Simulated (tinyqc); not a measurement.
One electron in a tunnel-coupled double dot: charge qubit, sensing and quantum capacitance: two steps of the calculation.

Basis (left, right), H = [[ep/2, tc], [tc, -ep/2]], splitting Om = sqrt(ep^2 + 4 tc^2), ep = al times the gate voltage. In equilibrium the electron is on the right with the chance P_R = [1 + (ep/Om) tanh(Om/2 kB T)]/2.

Parameters, values chosen for the exercise: tunnel coupling tc = 18 ueV; electron temperature T = 0.22 K; lever arm of the gate on the detuning al = 0.29 eV/V; parasitic capacitance of the resonator Cp = 0.25 pF; resonator frequency f0 = 425 MHz; loaded quality factor Q = 40; deviation of quasi-static detuning noise se = 6 ueV; detuning ep = 40.5 ueV.

Constants: q = 1.602176634e-19 C, kB = 1.380649e-23 J/K, hbar = 1.054571817e-34 J s, h = 6.62607015e-34 J s, Vt = kB T/q. Results are converted to the units shown.

Question 1. Capacitance seen by a resonator. q^2 al^2 dP_R/d(ep) splits into Cq = q^2 al^2 (2 tc^2/Om^3) tanh(Om/2 kB T) and Ct = q^2 al^2 (ep/Om)^2/(4 kB T cosh^2(Om/2 kB T)); Ct appears only if relaxation is faster than the drive. A resonator of frequency f0, capacitance Cp and quality factor Q shifts by df = -f0 Cq/(2 Cp) and its phase by -2 Q Cq/Cp.

Find: Cq; Ct; df; phase shift.

Answer 1.

Cq = 48.92 aF
Ct = 20.37 aF
df = -41.58 kHz
phase shift = -897.0 millidegree

Question 2. Dephasing by charge noise. Noise in ep shifts Om by (ep/Om) d + (2 tc^2/Om^3) d^2. For Gaussian d of deviation se the spread of Om is sqrt[(ep se/Om)^2 + 2 (2 tc^2 se^2/Om^3)^2], and T2* is estimated as sqrt(2) hbar/spread; Om T2*/h counts the oscillations within T2*.

Give: first-order spread; second-order spread; T2*; oscillations within T2*.

Answer 2.

first-order spread = 4.484 ueV
second-order spread = 0.2073 ueV
T2* = 0.2074 ns
oscillations within T2* = 2.717

At ep = 0 the first-order term vanishes and T2* would be 1.32 ns.

tinyqc, about 0.01 s, one thread, Intel Xeon 2.30GHz (shared host): `OMP_NUM_THREADS=1 python tinyqc.py 2470029 2470030 out.jsonl`
